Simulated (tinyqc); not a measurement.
## Donor binding, ionisation and the Mott limit: ionisation against doping

Hydrogenic donor: Ry = (m0 q^3/(8 eps0^2 h^2)) me/eps_r^2 in eV, E0 = cc Ry, radius a = q/(8 pi eps0 eps_r E0), Mott density Nm = (0.26/a)^3. Below Nm the level sinks as Ed = E0 [1 - (N/Nm)^(1/3)]. Neutrality: Nc F12(eta) = N/(1 + 2 exp(eta + Ed/kB T)), F12(x) = (2/sqrt(pi)) int_0^infinity sqrt(u)/(1 + exp(u - x)) du.

The neutrality equation is solved with F12 in each row.

Values chosen for this exercise; band and dielectric values those of a made-up semiconductor: temperature T = 77 K; relative permittivity eps_r = 12.1; mass in the hydrogenic formula, set independently of Nc me = 0.295 m0; conduction-band density of states at 77 K Nc = 2.87e18 cm^-3; ratio of the true binding energy to the hydrogenic one cc = 1.

Constants: q = 1.602176634e-19 C, kB = 1.380649e-23 J/K, eps0 = 8.8541878128e-12 F/m, h = 6.62607015e-34 J s, m0 = 9.1093837015e-31 kg, Vt = kB T/q. Results are converted to the units shown.

Results:
```
N (cm^-3)       N/Nm  Ed (meV)  ionised (%)  ionised with Ed = E0 (%)
9.4e14     5.4689e-4    25.172       97.248                    96.223
2.3e15     0.0013381    24.393       94.362                    91.620
5.5e15     0.0031999    23.374       89.576                    83.393
1.3e16     0.0075634    22.033       82.792                    71.294
3.2e16      0.018618    20.148       74.288                    56.139
7.7e16      0.044799    17.678       66.115                    41.691
1.9e17       0.11054    14.257       59.394                    29.203
1.1e18       0.63998    3.7896       55.294                    13.352
```

Estimate the missing row, N = 4.5e17 cm^-3.

Computed row:
```
N (cm^-3)     N/Nm  Ed (meV)  ionised (%)  ionised with Ed = E0 (%)
4.5e17     0.26181    9.8765       55.642                    20.114
```

With this row back in the table: The ionised share falls from 97.2 to 55.3 %, against 96.2 to 13.4 % for a fixed level: a higher density raises EF against the level, which fills more donors, while the sinking Ed works the other way.

Range of the model: A sharp level with degeneracy 2 overstates freeze-out near Nm, where the impurity band broadens and merges with the conduction band.

Program tinyqc, `OMP_NUM_THREADS=1 python tinyqc.py 2330080 2330081 out.jsonl`; Intel Xeon 2.30GHz, shared host, one thread, about 0.01 s.
